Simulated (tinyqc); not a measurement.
What moves the results: electrons shared among three sets of ellipsoidal valleys. A value that a table varies takes the place of the one given here.

F_j(eta) = (1/Gamma(j + 1)) integral_0^infinity x^j dx/(1 + exp(x - eta)), which tends to exp(eta) for eta << 0.

Sets Gamma, L, X: N_i = M_i times N = 2 (m kB T/(4 pi c))^(3/2) with c = hbar^2/2m0, in 1/angstrom^3; times 1e24 for 1/cm^3, m = (ml mt^2)^(1/3); n = sum_i N_i F_1/2((EF - dE_i)/kT), energies from the edge of the first set; mu_drift = sum of share times mobility.

Constants: hbar^2/2m0 = 3.80998211 eV angstrom^2; kB = 8.617333262e-05 eV/K.

Parameters, chosen for this exercise (masses and offsets near those of GaAs; mobilities are free inputs, held fixed; the results hold for these values, not for the real material): dE = (0, 0.249, 0.46) eV (edges of Gamma, L, X above the first); M = (1, 4, 3) (valleys in each set); ml = (0.068, 1.957, 1.286) m0 (longitudinal masses of Gamma, L, X); mt = (0.068, 0.0751, 0.2325) m0 (transverse masses); mu = (7600, 810, 290) cm^2/(V s) (mobility of each set); n = 4.4e+16 1/cm^3 (total electron density); T = 400 K.

## Transfer between valleys with temperature

Offsets, masses and mobilities are held fixed; n is fixed too, so the high values of T stand for hot electrons, not for the lattice.

Populations:
```
T (K)  EF (eV)  share Gamma  share L  share X  mu_drift
77     -0.0001       1.0000   0.0000   0.0000      7600
150    -0.0152       1.0000   0.0000   0.0000      7600
300    -0.0590       0.9984   0.0016   0.0000      7589
450    -0.1141       0.9619   0.0378   0.0003      7341
600    -0.1823       0.8333   0.1616   0.0051      6465
900    -0.3637       0.4813   0.4615   0.0572      4048
1200   -0.5883       0.2734   0.5838   0.1428      2592
2000   -1.2805       0.1033   0.5773   0.3194      1345
```

The share of Gamma goes from 1.000 to 0.103 and the mean mobility from 7600 to 1345 cm^2/(V s). Gamma and L hold equal numbers between T = 900 and 1200 K. The share of X is at most 0.32.

## Transfer between valleys with doping

Parabolic valleys; band tails and gap narrowing are left out.

Populations:
```
n (1/cm^3)  EF (eV)  share Gamma  share L  share X  mu_drift
1.0e+16     -0.1461       0.9829   0.0171   0.0001      7484
1.0e+17     -0.0652       0.9821   0.0178   0.0001      7478
1.0e+18      0.0290       0.9724   0.0275   0.0001      7413
3.0e+18      0.0960       0.9360   0.0637   0.0003      7166
1.0e+19      0.1921       0.7061   0.2926   0.0013      5604
3.0e+19      0.2672       0.3786   0.6176   0.0038      3379
1.0e+20      0.3611       0.1767   0.8063   0.0170      2001
```

The share of Gamma goes from 0.983 to 0.177 and the mean mobility from 7484 to 2001 cm^2/(V s). Gamma and L hold equal numbers between n = 1e+19 and 3e+19 1/cm^3. Where EF lies more than about 0.2 eV up a light valley, its parabolic form fails. The share of X is at most 0.017.

## Moving the second set by strain or alloying

The second entry of dE is replaced by the values listed; a negative value puts that set lowest.

Populations:
```
offset (eV)  EF (eV)  share Gamma  share L  share X  mu_drift
-0.100       -0.3038       0.0023   0.9977   0.0000       826
-0.050       -0.2540       0.0098   0.9902   0.0000       877
0.000        -0.2051       0.0405   0.9595   0.0000      1085
0.025        -0.1816       0.0801   0.9199   0.0000      1354
0.050        -0.1594       0.1522   0.8478   0.0000      1843
0.100        -0.1232       0.4320   0.5680   0.0000      3743
0.150        -0.1034       0.7630   0.2370   0.0001      5990
0.200        -0.0963       0.9318   0.0681   0.0001      7137
0.300        -0.0940       0.9959   0.0040   0.0001      7572
```

The share of Gamma goes from 0.002 to 0.996 and the mean mobility from 826 to 7572 cm^2/(V s). Gamma and L hold equal numbers between offset = 0.1 and 0.15 eV. The share of X is at most 7.3e-05. With Boltzmann statistics the first two sets are equal at kT ln(N_2/N_1) = 0.1091 eV.

## What moves the populations

All else solved anew. Each row changes one parameter from the base and keeps the others.

Results:
```
case                              EF (eV)  share Gamma  share L  share X  mu_drift (cm^2/(V s))
base                              -0.0945       0.9826   0.0174   0.0001                   7482
T = 450 K                         -0.1141       0.9619   0.0378   0.0003                   7341
n = 1.32e+17 1/cm^3               -0.0551       0.9818   0.0181   0.0001                   7476
dE = (0, 0.1992, 0.46) eV         -0.0964       0.9303   0.0696   0.0001                   7127
mt = (0.068, 0.0901, 0.2325) m0   -0.0946       0.9792   0.0208   0.0001                   7459
ml = (0.068, 2.3484, 1.286) m0    -0.0945       0.9809   0.0190   0.0001                   7471
mu = (9120, 810, 290) cm^2/(V s)  -0.0945       0.9826   0.0174   0.0001                   8975
```

The largest shifts from the base row, up to three for each result and ties (the steps differ in size, so this ranks the rows, not the parameters). EF (eV): n +0.0394, T -0.0196, dE -0.0019; unchanged at the printed digits by ml and mu. share Gamma: dE -0.0523, T -0.0206, mt -0.0034; unchanged at the printed digits by mu. share L: dE +0.0523, T +0.0204, mt +0.0034; unchanged at the printed digits by mu. share X: T +0.0002; unchanged at the printed digits by n, dE, mt, ml and mu. mu_drift (cm^2/(V s)): mu +1494, dE -355, T -140.

(tinyqc, `OMP_NUM_THREADS=1 python tinyqc.py 1682725 1682726 out.jsonl`, Intel(R) Xeon(R) Processor @ 2.30GHz, 1 thread, shared host, about 0.01 s.)
